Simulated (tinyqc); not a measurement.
# Changing the channel length L

Model: lateral field, substrate current, probability of reaching the oxide barrier and hot-carrier lifetime of a silicon transistor (pseudo-two-dimensional and lucky-electron models). Computed by tinyqc, a small Python program. Command: `OMP_NUM_THREADS=1 python tinyqc.py 3009666 3009667 out.jsonl hotcar sweep`. One thread of a shared host (Intel(R) Xeon(R) Processor @ 2.30GHz), about 0.01 s of CPU time with the checks.

Local-field models: a lucky carrier gains its energy at the peak field over a path free of collisions. Voltages are magnitudes.

Inputs (values chosen for the exercise, modelled on a silicon n-channel):

| quantity | value | unit |
|---|---|---|
| oxide thickness t | 6.9 | nm |
| junction depth x_j | 46 | nm |
| mobility mu | 340 | cm^2/(V s) |
| saturation velocity v_s | 0.91 | 1e7 cm/s |
| threshold voltage V_T | 0.39 | V |
| gate voltage V_G | 1.4 | V |
| drain voltage V_D | 3 | V |
| ionisation prefactor A_i | 1.8e+06 | 1/cm |
| ionisation field B_i | 1.74 | MV/cm |
| hot-carrier mean free path lambda | 8.7 | nm |
| oxide barrier phi_b | 3.1 | eV |
| interface-trap threshold phi_it | 3.8 | eV |
| lifetime constant H | 400 | s microampere/micrometre |
| length of the depleted extension L_n | 19 | nm |

Drain: lightly doped extension.

Constants: eps_0 = 8.8541878128e-12 F/m.

Method:
- C_ox = 3.9 eps_0/t; F_sat = 2 v_s/mu; V_Dsat = V_ov F_sat L/(V_ov + F_sat L), V_ov = V_G - V_T; I_D/W = C_ox v_s (V_ov - V_Dsat).
- Scale length l = 0.22 t^(1/3) x_j^(1/2) (all in cm); F_m = sqrt(((V_D - V_Dsat)/l_e)^2 + F_sat^2), with l_e = l + L_n; length of the velocity-saturated region l_e ln((V_D - V_Dsat)/(l_e F_sat) + F_m/F_sat).
- Substrate current I_sub/I_D = (A_i/B_i)(V_D - V_Dsat) exp(-B_i/F_m); probability of reaching the oxide barrier exp(-phi_b/(e lambda F_m)); lifetime tau = (H/(I_D/W)) exp(phi_it/(e lambda F_m)).

One run for each value:

| channel length L (nm) | substrate current I_sub/W (microampere/micrometre) | peak field F_m (kV/cm) | V_Dsat (V) | lifetime tau (s) |
|---|---|---|---|---|
| 200 | 8.4053 | 412.14 | 0.51971 | 7.1748e+04 |
| 280 | 5.8274 | 398.47 | 0.60340 | 1.2444e+05 |
| 400 | 3.8418 | 384.94 | 0.68628 | 2.2975e+05 |
| 570 | 2.5019 | 373.11 | 0.75882 | 4.2432e+05 |
| 810 | 1.6300 | 363.27 | 0.81918 | 7.6696e+05 |
| 1200 | 1.0162 | 354.54 | 0.87277 | 1.4340e+06 |

Over the rows, substrate current I_sub/W (microampere/micrometre) falls from 8.41 to 1.02 (exponent d ln y / d ln x -1.1 between the first rows and -1.2 between the last); peak field F_m (kV/cm) falls from 412 to 355 (exponent d ln y / d ln x -0.10 between the first rows and -0.062 between the last); V_Dsat (V) rises from 0.520 to 0.873 (exponent d ln y / d ln x 0.44 between the first rows and 0.16 between the last). At fixed t and x_j a shorter channel lowers V_Dsat, leaving more voltage for the pinch-off region, and carries more current. Left out: 97.0, 140 (the saturated region would fill the channel).

Caution (all rows): the empirical formula for l was fitted to oxides of about 15 nm or more; for thinner ones it is an extrapolation. Caution (rows 200): the saturated region fills most of the channel, so the split into two regions is rough. Caution (all rows): e V_D is below phi_b or phi_it, so the available energy, not the field, limits hot carriers, and the lucky-electron formulas overstate them.

Extremes, crossings and ranges named in words are read from the listed rows.
